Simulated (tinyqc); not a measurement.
Thermal stress, cracking, delamination and buckling of a thin film; Griffith cracks and misfitting inclusions: one step, computed by the program tinyqc. Command: `OMP_NUM_THREADS=1 python tinyqc.py 3016411 3016412 out.jsonl filmcrack walk`. One thread of a shared host (Intel(R) Xeon(R) Processor @ 2.30GHz), about 0.01 s of CPU time with the checks.

Isotropic linear elasticity; the substrate is much thicker than the film; stress is positive in tension.

Question. Buckling of a debonded strip. A strip of half width w clamped at both edges buckles at sigma_c = (pi^2/12) Ebar (h/w)^2. Above it: height = h sqrt((4/3)(|s|/sigma_c - 1)), driving force at the edges G = G0 (1 - sigma_c/|s|)(1 + 3 sigma_c/|s|); below it both are 0. The smallest strip that buckles has w0 = pi h sqrt(Ebar/(12 |s|)).

Inputs (values chosen for the exercise, for a model film):
```
quantity                          value        unit
deposition temperature T_d          800           K
final temperature T                 300           K
film thickness h                   0.68  micrometre
half width of a debonded strip w     26  micrometre
```

Ebar = 479.3100 GPa

film stress = -421.7606 MPa

G0 = 0.1261811 J/m^2

Give: buckling stress sigma_c; blister height; driving force at the edges; smallest buckling half width w0.

Answer.

buckling stress sigma_c = 269.65 MPa

blister height = 0.58973 micrometre

driving force at the edges = 0.13279 J/m^2

smallest buckling half width w0 = 20.789 micrometre
